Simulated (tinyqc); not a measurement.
Ballistic transport through the one-dimensional subbands of a rectangular nanowire or nanosheet channel: one step, computed by the program tinyqc. Command: `OMP_NUM_THREADS=1 python tinyqc.py 3030639 3030640 out.jsonl wire walk`. One thread of a shared host (Intel(R) Xeon(R) Processor @ 2.30GHz), about 0.03 s of CPU time with the checks.

Hard walls, parabolic subbands, transport along x. Energies are counted from the bulk conduction band edge at the top of the barrier, which the gate pulls down by U; the source Fermi level lies at the bulk edge when U = 0.

Problem. Subbands. E_pq = (hbar^2 pi^2/2)(p^2/(m_y b^2) + q^2/(m_z a^2)); valley pairs: (m_x, m_y, m_z) = (m_t, m_t, m_l), (m_t, m_l, m_t), (m_l, m_t, m_t), each with degeneracy g = 2; the 10 lowest subbands are kept.

Inputs (values chosen for the exercise, modelled on silicon): light mass m_t = 0.18 m_0; heavy mass m_l = 0.931 m_0; height a = 4.3 nm; width b = 4.9 nm.

Valleys: silicon [100] wire.

Constants: hbar^2/(2 m_0) = 3.80998212 eV angstrom^2; k_B = 8.617333262e-05 eV/K.

Give: Subbands.

Solution.

Subbands:
```
valley axis  p  q  E (meV)  m_x (m_0)
z            1  1    108.9      0.180
y            1  1    129.8      0.180
z            1  2    174.4      0.180
y            2  1    180.3      0.180
x            1  1    200.0      0.931
y            3  1    264.4      0.180
z            1  3    283.6      0.180
z            2  1    369.9      0.180
y            4  1    382.1      0.180
z            2  2    435.4      0.180
```
